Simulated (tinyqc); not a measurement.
Band gaps under pressure and temperature from deformation potentials: one step. How much of dE/dT is thermal expansion. Three cases, with inputs chosen for the exercise.

Question. At 300 K: dE/dT = -aV T (T + 2 bV)/(T + bV)^2; expansion alone gives 3 aT a; the rest is electron-phonon coupling.

Give: dE/dT; from expansion; remainder.

Case 1.

Values chosen (near those of Si, the X and L potentials typical of such crystals; shifted at random, so the results belong to these values and not to a real crystal):
- aG = -12.41 eV (volume potential of the Gamma gap)
- aX = 1.52 eV (volume potential of the X gap)
- aL = -2.61 eV (volume potential of the L gap)
- aV = (0.395, 0.481, 0.437) meV/K (Varshni alpha of Gamma, X, L)
- bV = (116, 606, 281) K (Varshni beta of Gamma, X, L)
- aT = 2.5 1e-6/K (linear thermal expansion near 300 K)

Answer.

dE/dT (meV/K): Gamma -0.3643, X -0.2658, L -0.3348

from expansion (meV/K): Gamma -0.0931, X 0.0114, L -0.0196

remainder (meV/K): Gamma -0.2712, X -0.2772, L -0.3152

Expansion supplies 26 % of the slope at Gamma and 6 % at L; at X it works against the fall.

Case 2.

Values chosen (near those of GaP, the X and L potentials typical of such crystals; shifted at random, so the results belong to these values and not to a real crystal):
- aG = -9.83 eV (volume potential of the Gamma gap)
- aX = 1.86 eV (volume potential of the X gap)
- aL = -4.47 eV (volume potential of the L gap)
- aV = (0.566, 0.574, 0.564) meV/K (Varshni alpha of Gamma, X, L)
- bV = (378, 397, 362) K (Varshni beta of Gamma, X, L)
- aT = 4.5 1e-6/K (linear thermal expansion near 300 K)

Answer.

dE/dT (meV/K): Gamma -0.3901, X -0.3878, L -0.3954

from expansion (meV/K): Gamma -0.1327, X 0.0251, L -0.0603

remainder (meV/K): Gamma -0.2574, X -0.4129, L -0.3350

Expansion supplies 34 % of the slope at Gamma and 15 % at L; at X it works against the fall.

Case 3.

Values chosen (near those of Si, the X and L potentials typical of such crystals; shifted at random, so the results belong to these values and not to a real crystal):
- aG = -12.39 eV (volume potential of the Gamma gap)
- aX = 1.1 eV (volume potential of the X gap)
- aL = -3.08 eV (volume potential of the L gap)
- aV = (0.378, 0.458, 0.469) meV/K (Varshni alpha of Gamma, X, L)
- bV = (132, 612, 301) K (Varshni beta of Gamma, X, L)
- aT = 2.5 1e-6/K (linear thermal expansion near 300 K)

Answer.

dE/dT (meV/K): Gamma -0.3427, X -0.2518, L -0.3514

from expansion (meV/K): Gamma -0.0929, X 0.0083, L -0.0231

remainder (meV/K): Gamma -0.2498, X -0.2600, L -0.3283

Expansion supplies 27 % of the slope at Gamma and 7 % at L; at X it works against the fall.

Computed by tinyqc, one run a case: `OMP_NUM_THREADS=1 python tinyqc.py N N+1 out.jsonl` with N = 1050299, 1050542, 1050583; one thread of a shared Intel(R) Xeon(R) Processor @ 2.30GHz, about 0.01 s a run at most.
